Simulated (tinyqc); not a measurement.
# Worked calculation: AlGaN/GaN HEMT with access regions, lumped model

Computed by the program tinyqc: `OMP_NUM_THREADS=1 python tinyqc.py 2570142 2570143 out.jsonl`, one thread of a shared Intel Xeon 2.30GHz, about 0.01 s for the whole run. Printed values are rounded.

A polarisation-induced electron sheet under a Schottky gate, in series with two ungated access regions and contacts. Drift law v = mu E/(1 + mu E/vs) under the gate. Currents in mA/mm, resistances in ohm mm. No self-heating, no channel-length modulation; fits for polarisation, barrier and offset are chosen for the exercise.

Inputs (values chosen for the exercise); values close to those of AlGaN/GaN structures: aluminium share of the barrier x = 0.25; barrier thickness d = 15 nm; relative permittivity of barrier and channel eps_r = 9.2; channel mobility mu = 1200 cm^2/(V s); saturation velocity vs = 1.3e7 cm/s; gate length Lg = 0.25 um; source access length Ls = 2 um; drain access length Ld = 8 um; resistance of each contact Rc = 0.32 ohm mm; share of the drain-access electrons removed by traps ft = 0; gate voltage Vg = -0.5 V; critical field Ec = 2.6 MV/cm; depth over which the depleted charge spreads te = 0.39 um; insulator under the field plate tf = 100 nm; relative permittivity of that insulator ei = 7.5.

Constants: q = 1.602176634e-19 C, eps0 = 8.8541878128e-14 F/cm where lengths are in cm. Results are converted to the units shown.

## Polarisation charge, threshold and sheet resistance

sigma = (5e13 x + 1.6e13 x^2) cm^-2, phiB = 0.84 + 1.3 x, dEc = 0.7 (1.71 x + x^2) in volts, Cb = eps0 eps_r/d, VT = phiB - dEc - q sigma/Cb, access density n0 = -Cb VT/q. Rsh = 1/(q mu n0); largest access current q n0 vs.

sigma = 1.35e13 cm^-2
Cb = 0.5430569 uF/cm^2
VT = -3.160895 V
n0 = 1.071384e13 cm^-2
Rsh = 485.4711 ohm
q n0 vs = 2231.509 mA/mm

## On-resistance and breakdown

sigma = (5e13 x + 1.6e13 x^2) cm^-2, phiB = 0.84 + 1.3 x, dEc = 0.7 (1.71 x + x^2) in volts, Cb = eps0 eps_r/d, VT = phiB - dEc - q sigma/Cb, access density n0 = -Cb VT/q. Ron = 2 Rc + Ls/(q mu n0) + Ld/(q mu (1 - ft) n0) + Lg/(mu Cb (Vg - VT)). Off state: a depleted stretch that holds the voltage V has the peak field sqrt(k V), k = 2 q n0/(eps0 eps_r te), so one edge holds V1 = Ec^2/k. The sheet under the plate pinches off at Vf = q n0 (1/Cb + tf/(eps0 ei)); beyond it the gate edge is screened. BV = V1 if Vf >= V1, else Vf + V1, and at most Ec Ld. Specific resistance Ron (Ls + Lg + Ld); figure of merit BV^2 over it.

Ron = 5.638885 ohm mm
Vf = 29.00999 V
V1 = 62.55507 V
BV = 91.56506 V
specific resistance = 0.5779857 mohm cm^2
figure of merit = 14.50583 MW/cm^2

The plate raises BV by a factor of 1.46.
